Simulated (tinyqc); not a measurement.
Inside a calculation. Model: tunnelling through a gate dielectric with the two-band (Franz) dispersion, WKB transmission and Tsu-Esaki current.

tinyqc, about 0.01 s, one thread, Intel Xeon 2.30GHz (shared host): `OMP_NUM_THREADS=1 python tinyqc.py 2540071 2540072 out.jsonl` Printed values are rounded.

Electrons leave the emitter at x = 0. Energies E (motion across the layers) are in eV from the emitter Fermi level; the collector Fermi level lies at -V and offers states at every E. No charge in the dielectric and no image force: F1 = V/t1, U = phi1 - F1 x. With C = hbar^2/(2 m0), kappa = sqrt(m u (1 - u/Egx)/C), u = U - E where U > E and 0 elsewhere; T(E) = exp(-S), S = 2 times the integral of kappa over x.

Parameters, values chosen for the exercise; dielectric values close to those of silicon dioxide:
```
symbol  value  unit                                                        meaning
T         300     K                                                    temperature
Ef       0.38    eV              Fermi energy of the emitter above its band bottom
me          1    m0                            emitter mass in the supply function
phi1     3.19    eV  barrier of layer 1 above the emitter Fermi level at zero bias
m1        0.5    m0                                     tunnelling mass of layer 1
t1        2.3    nm                                           thickness of layer 1
Egx         7    eV           gap parameter of the two-band dispersion, set freely
V         1.1     V                                  voltage across the dielectric
E           0    eV                                energy of the electron followed
nc          7                                                  cells in each layer
Ea      -0.38    eV                                   lower end of the energy grid
Eb       0.24    eV                                   upper end of the energy grid
nE          9                                            points of the energy grid
```

Constants: q = 1.602176634e-19 C, kB = 1.380649e-23 J/K, hbar = 1.054571817e-34 J s, m0 = 9.1093837015e-31 kg, Vt = kB T/q, hbar^2/(2 m0) = 0.0380998212 eV nm^2. Results are converted to the units shown.

## Fields and band edges

F1 = V/t1, U = phi1 - F1 x.

F1 = 4.78261 MV/cm
U at x = t1 = 2.09 eV

## WKB exponent by the midpoint rule

Cut each layer into nc equal cells, take U and kappa at the cell centres, and sum S = 2 sum kappa h.

```
cell   x (nm)   U (eV)  kappa (1/nm)
0     0.16429  3.11143       4.76266
1     0.49286  2.95429       4.73367
2     0.82143  2.79714       4.69466
3     1.15000  2.64000       4.64536
4     1.47857  2.48286       4.58545
5     1.80714  2.32571       4.51451
6     2.13571  2.16857       4.43199
```

S = 21.2706
T(E) = 5.78487e-10

## WKB exponent in closed form

Each layer adds (2/F) sqrt(m/C) [G(u at its left edge) - G(u at its right edge)] to S, with u = U - E (0 where negative) and G(u) = Egx^1.5 (th - sin(4 th)/4)/4, th = arcsin sqrt(u/Egx). The slope follows from 1/d = -dS/dE.

S = 21.2685
T(E) = 5.79685e-10
energy d over which T(E) grows by a factor e = 0.61751 eV

The midpoint rule gives S = 21.271, so its T(E) is 0.21 % below this value. The band edge stays above E through the whole stack: direct tunnelling through a trapezoid.

## Current density on a coarse energy grid

J = J0 times the integral of T(E) N(E) dE, N = ln[(1 + exp(-E/Vt))/(1 + exp((-E - V)/Vt))], J0 = q^2 me m0 kB T/(2 pi^2 hbar^3) (times 1e-4 for A/cm^2 per eV), by Simpson's rule on nE equally spaced points from Ea to Eb.

```
point     E (eV)         T(E)           N       T(E) N
0      -0.380000  3.60880e-10     14.6991   5.30459e-9
1      -0.302500  3.88646e-10     11.7012   4.54764e-9
2      -0.225000  4.23348e-10     8.70355   3.68463e-9
3      -0.147500  4.66500e-10     5.70888   2.66319e-9
4      -0.070000  5.20103e-10     2.77228   1.44187e-9
5       0.007500  5.86802e-10    0.558575  3.27773e-10
6       0.085000  6.70116e-10   0.0366505  2.45601e-11
7       0.162500  7.74763e-10  0.00186087  1.44173e-12
8       0.240000  9.07120e-10  9.29303e-5  8.42990e-14
```

J0 = 4.18366e8 A/(cm^2 eV)
J = 0.494640 A/cm^2

The integrand peaks at E = -0.380 eV among these points. A converged quadrature from -Ef to above the barrier gives 0.4956 A/cm^2; this grid is 0.19 % below that.
